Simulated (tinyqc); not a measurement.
Holstein polaron on two sites: one step, computed by the program tinyqc. Command: `OMP_NUM_THREADS=1 python tinyqc.py 3008162 3008163 out.jsonl holstein walk`. One thread of a shared host (Intel(R) Xeon(R) Processor @ 2.30GHz), about 0.01 s of CPU time with the checks.

One electron on sites 1 and 2: H = -t (c1+ c2 + c2+ c1) + hbar omega sum_i b_i+ b_i - g hbar omega sum_i n_i (b_i + b_i+). The symmetric phonon shifts the energy by -g^2 hbar omega/2 and drops out; with b = (b_1 - b_2)/sqrt(2) there remains H = -t sigma_x + hbar omega b+ b - (g hbar omega/sqrt(2)) sigma_z (b + b+). Parity splits it into blocks p = +1 and -1 over phonon numbers n. Zero-point energies are left out. Weights Z refer to mode b alone; the displaced symmetric mode multiplies the full zero-phonon weight by exp(-g^2/2).

Problem. Levels in the small basis. Diagonalise H; the eigenvector has its largest component positive; Z is the weight of n = 0.

H, even block (meV):
```
          1         2         3         4         5         6
1  -25.4875  -23.5467    0.0000    0.0000    0.0000    0.0000
2  -23.5467   44.9125  -33.3000    0.0000    0.0000    0.0000
3    0.0000  -33.3000   63.3125  -40.7840    0.0000    0.0000
4    0.0000    0.0000  -40.7840  133.7125  -47.0933    0.0000
5    0.0000    0.0000    0.0000  -47.0933  152.1125  -52.6519
6    0.0000    0.0000    0.0000    0.0000  -52.6519  222.5125
```

Give: levels; lowest eigenvector; Z in the small basis.

Solution.

levels (meV): -33.9  18.1  69.1  106.0  176.1  255.6

lowest eigenvector: 0.9335  0.3331  0.1283  0.0338  0.0091  0.0019

Z in the small basis = 0.8713
